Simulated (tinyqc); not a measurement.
Three-phonon processes in a diatomic chain: dispersion, energy and momentum conservation, and decay channels of optical phonons: one step, computed by the program tinyqc.

Cell length a, two atoms, one spring constant. x = q a/pi runs from -1 to 1; A and O are the acoustic and optical branches. Matrix elements are not computed: only conservation laws and occupation factors are followed.

Problem. Decay of the zone-centre phonon. omega^2 = k (1/m + 1/M) -/+ k sqrt((1/m + 1/M)^2 - 4 sin^2(pi x/2)/(m M)); nu = 15.6333042 THz x sqrt(omega^2) for eV/(angstrom^2 u). O(0) -> A(x) + A(-x) needs nu_A(x) = nu_O(0)/2, which gives sin^2(pi x/2) = (3/16)(m + M)^2/(m M). Full width at half maximum Gamma = Gamma_0 (1 + 2 n), n = 1/(exp(h nu_A/(k_B T)) - 1); lifetime = 1/(2 pi c Gamma).

Inputs (values chosen for the exercise, for a model chain):
```
quantity                        value  unit
light mass m                     69.7     u
heavy mass M                      135     u
temperature T                      50     K
zero-temperature width Gamma_0   0.46  1/cm
```

optical top = 4.725536 THz

Constants: h x 1 THz = 4.135667696 meV; k_B = 8.617333262e-05 eV/K; c = 299792458 m/s.

Give: x of the products; their frequency; occupation n; width Gamma; lifetime.

Solution.

x of the products = 0.73368

their frequency = 2.3628 THz

occupation n = 0.11549

width Gamma = 0.56625 1/cm

lifetime = 9.3755 ps
